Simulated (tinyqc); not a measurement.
# Worked calculation: AlGaN/GaN HEMT with access regions, lumped model

Computed by the program tinyqc: `OMP_NUM_THREADS=1 python tinyqc.py 2570155 2570156 out.jsonl`, one thread of a shared Intel Xeon 2.30GHz, about 0.03 s for the whole run. Printed values are rounded.

A polarisation-induced electron sheet under a Schottky gate, in series with two ungated access regions and contacts. Drift law v = mu E/(1 + mu E/vs) under the gate. Currents in mA/mm, resistances in ohm mm. No self-heating, no channel-length modulation; fits for polarisation, barrier and offset are chosen for the exercise.

Inputs (values chosen for the exercise); values close to those of AlGaN/GaN structures:
- x = 0.33 (aluminium share of the barrier)
- d = 12 nm (barrier thickness)
- eps_r = 9.4 (relative permittivity of barrier and channel)
- mu = 1200 cm^2/(V s) (channel mobility)
- vs = 1.2e7 cm/s (saturation velocity)
- Lg = 1.5 um (gate length)
- Ls = 1.5 um (source access length)
- Ld = 1.5 um (drain access length)
- Rc = 0.29 ohm mm (resistance of each contact)
- ft = 0 (share of the drain-access electrons removed by traps)
- Vg = 0 V (gate voltage)
- Vd = 2 V (drain voltage)
- Ec = 3.2 MV/cm (critical field)
- te = 0.31 um (depth over which the depleted charge spreads)
- tf = 50 nm (insulator under the field plate)
- ei = 3.9 (relative permittivity of that insulator)

Constants: q = 1.602176634e-19 C, eps0 = 8.8541878128e-14 F/cm where lengths are in cm. Results are converted to the units shown.

## Polarisation charge, threshold and sheet resistance

sigma = (5e13 x + 1.6e13 x^2) cm^-2, phiB = 0.84 + 1.3 x, dEc = 0.7 (1.71 x + x^2) in volts, Cb = eps0 eps_r/d, VT = phiB - dEc - q sigma/Cb, access density n0 = -Cb VT/q. Rsh = 1/(q mu n0); largest access current q n0 vs.

sigma = 1.82424e13 cm^-2
Cb = 0.693578 uF/cm^2
VT = -3.41626 V
n0 = 1.47889e13 cm^-2
Rsh = 351.700 ohm
q n0 vs = 2843.34 mA/mm

## Iteration 1: drain current

I at the start = 570 mA/mm

Access resistance R(L, n) = L/(q mu n sqrt(1 - (I/(q n vs))^2)); Rs = Rc + R(Ls, n0), Rd = Rc + R(Ld, (1 - ft) n0). Vg' = Vg - I Rs, Vd' = Vd - I (Rs + Rd); with u = Vg' - VT, Vc = vs Lg/mu and w the smaller of Vd' and Vc [sqrt(1 + 2 u/Vc) - 1] (0 if negative), the channel gives (mu Cb/Lg)(u w - w^2/2)/(1 + w/Vc). I(new) = I + 0.5 (channel current - I).

Rs = 0.828481 ohm mm
Rd = 0.828481 ohm mm
Vg' = -0.472234 V
Vd' = 1.05553 V
channel current = 830.637 mA/mm
I after iteration 1 = 700.318 mA/mm

## Iteration 2: drain current

As before.

Rs = 0.834318 ohm mm
Rd = 0.834318 ohm mm
Vg' = -0.584288 V
Vd' = 0.831423 V
channel current = 717.170 mA/mm
I after iteration 2 = 708.744 mA/mm

## Course of the iteration: drain current

Stop when I changes by less than 1e-6 mA/mm, or after 60 iterations. I must stay below q (1 - ft) n0 vs.

Course of the iteration:
```
iteration	I (mA/mm)	|change| (mA/mm)
1	700.318	130
2	708.744	8.43
3	708.862	0.118
4	708.864	1.24e-3
5	708.864	1.30e-5
6	708.864	1.37e-7
```

Converged in 6 iterations. At the end each change is about 0.010 times the one before: linear convergence. Of Vd, 40.8 % reaches the channel; the access current is 25 % of its limit.

## On-resistance and breakdown

sigma = (5e13 x + 1.6e13 x^2) cm^-2, phiB = 0.84 + 1.3 x, dEc = 0.7 (1.71 x + x^2) in volts, Cb = eps0 eps_r/d, VT = phiB - dEc - q sigma/Cb, access density n0 = -Cb VT/q. Ron = 2 Rc + Ls/(q mu n0) + Ld/(q mu (1 - ft) n0) + Lg/(mu Cb (Vg - VT)). Off state: a depleted stretch that holds the voltage V has the peak field sqrt(k V), k = 2 q n0/(eps0 eps_r te), so one edge holds V1 = Ec^2/k. The sheet under the plate pinches off at Vf = q n0 (1/Cb + tf/(eps0 ei)); beyond it the gate edge is screened. BV = V1 if Vf >= V1, else Vf + V1, and at most Ec Ld. Specific resistance Ron (Ls + Lg + Ld); figure of merit BV^2 over it.

Ron = 2.16265 ohm mm
Vf = 37.7249 V
V1 = 55.7521 V
BV = 93.4770 V
specific resistance = 0.0973192 mohm cm^2
figure of merit = 89.7866 MW/cm^2

The plate raises BV by a factor of 1.68.
